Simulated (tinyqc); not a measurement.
Inside a calculation. Method: tight binding, kagome lattice. One step of it, computed by the program tinyqc.

Task: Bloch Hamiltonian at K. H_AB = -t1 - t2 exp(-i k.a1), H_AC = -t1 - t2 exp(-i k.a2), H_BC = -t1 - t2 exp(i k.(a1 - a2)), H_CC = delta.

Parameters chosen for this model:
```
parameter     value                unit
t1         1.880000    eV, up triangles
t2         0.810000  eV, down triangles
delta             0        eV on site C
```

k point K (fractions of the reciprocal vectors): 0.333333  0.666667

Give: H(k) at K.

Result:

H(k) at K (eV), lower triangle (Hermitian):
```
                 A                B       C
A           0.0000
B  -1.4750-0.7015i           0.0000
C  -1.4750+0.7015i  -1.4750-0.7015i  0.0000
```
